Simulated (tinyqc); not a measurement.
## Off-state leakage of single and stacked transistors: leakage components against the supply voltage

n-channel devices of unit width. Subthreshold current I(Vg, Vs, Vd) = I0 (T/300 K)^0.5 exp[(Vg - Vs - VT(T) - gb (Vs - Vb) + dd (Vd - Vs))/(nf Vt)] (1 - exp(-(Vd - Vs)/Vt)), VT(T) = VT - cT (T - 300 K). Gate-edge tunnelling Ig (Vd/1 V) exp(ag (Vd - 1 V)), for a gate at 0 V, and band-to-band leakage Ab u exp(-Bb/u), u = Vd - Vb + 1 V, flow at a drain held at V; both are taken as independent of T. In a stack of off transistors (all gates at 0 V) the same subthreshold current passes through each.

One transistor with Vg = Vs = 0, Vd = V; stack factor I(one)/I(two in series).

Values chosen for this exercise; values of the order met in bulk silicon logic transistors: temperature T = 358 K; threshold at 300 K, zero drain and body bias VT = 0.48 V; fall of the threshold with temperature cT = 0.5 mV/K; current at threshold at 300 K I0 = 0.49 uA/um; slope factor nf = 1.22; drain-induced lowering per volt dd = 0.06; rise of the threshold per volt of source-body bias gb = 0.18; gate-edge tunnelling current at 1 V Ig = 0.0002 uA/um; exponential slope of the gate current ag = 3.6 1/V; prefactor of band-to-band leakage at the drain Ab = 5 uA/(um V); its exponential voltage Bb = 21 V; body voltage Vb = 0 V.

Constants: q = 1.602176634e-19 C, kB = 1.380649e-23 J/K, Vt = kB T/q. Results are converted to the units shown.

Results:

| V (V) | subthreshold (nA/um) | gate edge (nA/um) | band-to-band (nA/um) | total (nA/um) | stack factor | largest part |
|---|---|---|---|---|---|---|
| 0.5 | 0.007424 | 0.01653 | 0.006236 | 0.03019 | 3.119 | gate edge |
| 0.6 | 0.008707 | 0.02843 | 0.01596 | 0.05310 | 3.471 | gate edge |
| 0.7 | 0.01021 | 0.04754 | 0.03669 | 0.09445 | 3.881 | gate edge |
| 0.9 | 0.01405 | 0.1256 | 0.1505 | 0.2902 | 4.913 | band-to-band |
| 1 | 0.01647 | 0.2000 | 0.2754 | 0.4918 | 5.560 | band-to-band |
| 1.1 | 0.01932 | 0.3153 | 0.4767 | 0.8114 | 6.313 | band-to-band |
| 1.2 | 0.02266 | 0.4931 | 0.7868 | 1.303 | 7.189 | band-to-band |
| 1.3 | 0.02658 | 0.7656 | 1.246 | 2.038 | 8.209 | band-to-band |
| 1.4 | 0.03117 | 1.182 | 1.902 | 3.115 | 9.397 | band-to-band |

Estimate the missing row, V = 0.8 V.

Computed row:

| V (V) | subthreshold (nA/um) | gate edge (nA/um) | band-to-band (nA/um) | total (nA/um) | stack factor | largest part |
|---|---|---|---|---|---|---|
| 0.8 | 0.01198 | 0.07788 | 0.07717 | 0.1670 | 4.358 | gate edge |

With this row back in the table: As V goes from 0.5 to 1.4, the total leakage rises from 0.0302 to 3.11 nA/um. The gate edge part leads at V = 0.5, the band-to-band part from 0.9 on. The reduction by a stack of two rises from 3.12 to 9.40, for the subthreshold part alone.

tinyqc, about 0.03 s, one thread, Intel Xeon 2.30GHz (shared host): `OMP_NUM_THREADS=1 python tinyqc.py 2242033 2242034 out.jsonl`
